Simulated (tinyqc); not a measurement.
## Shape of the distribution and failure rate

For F(t) = 1 - exp(-(t/t63)^beta): mean t63 Gamma(1 + 1/beta), median t63 (ln 2)^(1/beta), deviation t63 sqrt(Gamma(1 + 2/beta) - Gamma(1 + 1/beta)^2), failure rate (beta/t63)(t/t63)^(beta - 1).

Parameters, values chosen for the exercise: characteristic time of a test capacitor t63 = 630 s.

Shape of the distribution and failure rate:
```
beta  mean (s)  median (s)  deviation/mean  rate at 0.01 t63 (1/s)  rate at t63 (1/s)
0.5       1260       302.7           2.236                0.007937           7.937e-4
0.7      797.5       373.2           1.462                0.004423           0.001111
1        630.0       436.7           1.000                0.001587           0.001587
1.3      581.9       475.2          0.7757                5.183e-4           0.002063
1.7      562.1       507.8          0.6055                1.074e-4           0.002698
2.2      557.9       533.3          0.4798                1.390e-5           0.003492
3        562.6       557.5          0.3634                4.762e-7           0.004762
4        571.0       574.8          0.2805                6.349e-9           0.006349
```

The relative spread falls from 2.24 to 0.281. For beta < 1 the rate falls with time (early failures), at 1 it is constant, 0.00159 1/s, and above 1 it grows (wear-out): the early rate goes from 10.0 times the rate at t63 to 1.00e-6 times.

Numbers from tinyqc (`OMP_NUM_THREADS=1 python tinyqc.py 2070093 2070094 out.jsonl`; about 0.01 s on one thread of a shared Intel Xeon 2.30GHz).
